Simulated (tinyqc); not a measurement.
Gate sheet resistance from two finger widths.

Question. At low frequency R = Rsh Wf/(3 L) + B/Wf, where B collects the channel and vertical terms. Find Rsh, B and the width of lowest R.

Parameters, values chosen for the exercise:
```
symbol  value  unit         meaning
L         0.8    um  channel length
```

input resistance of single fingers, contacted at one end, of width 2 and 11 um (ohm): [39.166667, 95.757576]

Answer. R Wf is a straight line in Wf^2; the minimum of R lies where both terms are equal.

Rsh = 20.0 ohm/square
B = 45.0 ohm um
width of lowest R = 2.32 um

tinyqc, about 0.01 s, one thread, Intel Xeon 2.30GHz (shared host): `OMP_NUM_THREADS=1 python tinyqc.py 2262194 2262195 out.jsonl`
